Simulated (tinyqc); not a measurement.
Deal-Grove kinetics of thermal oxidation of silicon: one step, computed by the program tinyqc.

Oxidant diffuses through the oxide and reacts at the interface, so that dx/dt = B/(A + 2x) for the oxide thickness x.

Problem. Thickness after the oxidation. tau = (x_i^2 + A x_i)/B and x = (A/2) [sqrt(1 + 4 B (t + tau)/A^2) - 1], the root of x^2 + A x = B (t + tau). Silicon consumed is 0.44 times the oxide grown; the rate is B/(A + 2x).

Inputs (values chosen for the exercise, close to those used for silicon): temperature T = 1200 C; initial oxide x_i = 0.005 um; time t = 5.6 h.

Ambient: dry oxygen. Surface: (111).

length A = 0.04372708 um

parabolic constant B = 0.02413495 um^2/h

Give: tau; oxide thickness x; silicon consumed; final growth rate.

Solution.

tau = 0.010095 h

oxide thickness x = 0.34675 um

silicon consumed = 0.15037 um

final growth rate = 0.032737 um/h

2x/A = 15.9: diffusion through the oxide limits the rate.
